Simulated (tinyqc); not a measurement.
The phase diagram: regular and subregular solution with a miscibility gap. Computed by tinyqc, a small Python program. Command: `OMP_NUM_THREADS=1 python tinyqc.py 3004568 3004569 out.jsonl regsol walk`. One thread of a shared host (Intel(R) Xeon(R) Processor @ 2.30GHz), about 0.02 s of CPU time with the checks.

Per mole of mixing sites: G(x) = x (1 - x) [L0 + L1 (1 - 2x)] + R T [x ln x + (1 - x) ln(1 - x)], x the fraction of B.

Inputs (values chosen for the exercise, for a model alloy): interaction L0 = 19.7 kJ/mol; size misfit eta = d ln a/dx = 0.026; asymmetry L1 = 0 kJ/mol.

Source of L0: given.

Constants: R = 8.314462618 J/(mol K).

Method:
- L0 and eta are given.
- The spinodal is G'' = 0, R T_s(x) = x (1 - x) [2 L0 + 6 L1 (1 - 2x)]; the critical point is its maximum.
- G' = L0 (1 - 2x) + L1 (1 - 6x + 6x^2) + R T ln[x/(1 - x)]; G'' = -2 L0 - 6 L1 (1 - 2x) + R T/[x (1 - x)].
- Common tangent: F1 = G'(x1) - G'(x2) = 0 and F2 = [G - x G'](x1) - [G - x G'](x2) = 0. Newton step: J = [[G''(x1), -G''(x2)], [-x1 G''(x1), x2 G''(x2)]], J dx = -F; a step that would leave 0 < x < 1 is halved until it stays inside. The start is x1 = s0, x2 = 1 - s0.
- For this table each start is x_s1/6 and 1 - (1 - x_s2)/6. The dilute estimate of x1 is exp(-(L0 + L1)/(R T)).

critical temperature T_c = 1184.68 K

critical composition x_c = 0.5

L0 = 19.7 kJ/mol

Binodal and spinodal:
```
T (K)  binodal x1  spinodal x_s1  spinodal x_s2  binodal x2  dilute estimate of x1
474     0.0071982        0.11274        0.88726     0.99280              0.0067470
592      0.021193        0.14634        0.85366     0.97881               0.018273
711      0.046385        0.18384        0.81616     0.95362               0.035706
829      0.085570        0.22603        0.77397     0.91443               0.057378
948       0.14495        0.27651        0.72349     0.85505               0.082140
1066      0.23707        0.34174        0.65826     0.76293                0.10832
1137      0.32907        0.39969        0.60031     0.67093                0.12445
```

What follows from these numbers?

The dilute estimate is 0.94 of x1 at the lowest T and 0.38 at the highest: it drops the pull of the other solutes and the impurity of the second phase. Near the top the binodal is 1.70 times as wide as the spinodal; the mean-field limit at T_c is sqrt(3) = 1.73.

Extremes, crossings and ranges named in words are read from the listed rows.
